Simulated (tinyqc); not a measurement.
# Modulation-doped quantum well, Poisson-Schroedinger loop with local exchange and correlation: effect of the temperature

A well of width L centred at z = 0 between barriers Vb; effective-mass electrons in two equivalent valleys, parabolic bands. The electrons come from donor sheets outside the mesh, a share fL of Ns on the left and the rest on the right, so the structure is neutral. Energies are counted from the band edge of the well, with U = 0 on the first node in the Hartree part.

Schroedinger equation -C d/dz (1/m) dpsi/dz + (V0 + U) psi = E psi, C = hbar^2/(2 m0), on a fine mesh (400 intervals across the well) with hard walls 4.0337 nm outside the well edges (to within half a fine step); the lowest 3 levels are kept. V0 = 0 in the well and Vb outside, plus q Fz z (1 kV/cm = 1e-4 eV/nm). N_k = D Vt ln(1 + exp((EF - E_k)/Vt)), D = 2 md m0 q/(pi hbar^2), sum N_k = Ns; n = sum N_k |psi_k|^2. dU/dz = q (fL Ns - integral of n from the left)/(eps0 eps_r). Added to it: V_xc = -(2 Ry/(pi al rs)) [1 + 0.7734 (rs/21) ln(1 + 21/rs)] (Hedin-Lundqvist), al = (4/(9 pi))^(1/3), rs = (3/(4 pi n))^(1/3)/aB, aB = 4 pi eps0 eps_r hbar^2/(md m0 q^2), Ry = q/(8 pi eps0 eps_r aB) in eV. The loop is converged to 1e-9 eV; shares under 0.001 % are printed as 0.

Values chosen for this exercise; material values close to those of strained Si in SiGe (two lower valleys): mass along z in the well mw = 0.914 m0; mass along z in the barriers mb = 0.934 m0; in-plane mass md = 0.185 m0; barrier height Vb = 0.204 eV; relative permittivity (all layers) eps_r = 11.5; well width L = 5.8672 nm; sheet density of electrons Ns = 1.8e12 cm^-2; share of the donors on the left side fL = 1; applied field along z Fz = 0 kV/cm.

Constants: q = 1.602176634e-19 C, kB = 1.380649e-23 J/K, hbar = 1.054571817e-34 J s, m0 = 9.1093837015e-31 kg, Vt = kB T/q, eps0 = 8.8541878128e-14 F/cm where lengths are in cm, hbar^2/(2 m0) = 0.0380998212 eV nm^2. Results are converted to the units shown.

Effect of the temperature:
columns A: T (K); B: E2 - E1 (meV); C: EF - E1 (meV); D: share of E2 (%); E: centroid (nm); F: charge in the barriers (%); G: range of U in the well (meV)
```
A       B      C      D       E     F     G
4    32.3   11.6      0   -1.15  1.87  61.8
20   32.3   11.6      0   -1.15  1.87  61.8
50   32.3   11.3  0.282   -1.15  1.88  61.8
100  32.2   8.34   4.49   -1.09  1.95  62.3
150  32.3   2.65   10.7   -1.02  2.07  63.5
200  32.5  -5.02   15.9  -0.940  2.22  64.9
300  32.9  -24.6   22.8  -0.819  2.52  67.4
400  33.4  -48.2   26.5  -0.731  2.79  69.3
```

Read the table: what changes, and by how much?

As T goes from 4 to 400, E2 - E1 goes from 32.3 through a minimum of 32.2 (at T = 100 among the rows listed) to 33.4 meV, EF - E1 falls from 11.6 to -48.2 meV and the share of E2 rises from 0 to 26.5 %. EF stays below E2 throughout.

tinyqc, about 0.3 s, one thread, Intel Xeon 2.30GHz (shared host): `OMP_NUM_THREADS=1 python tinyqc.py 2140134 2140135 out.jsonl`
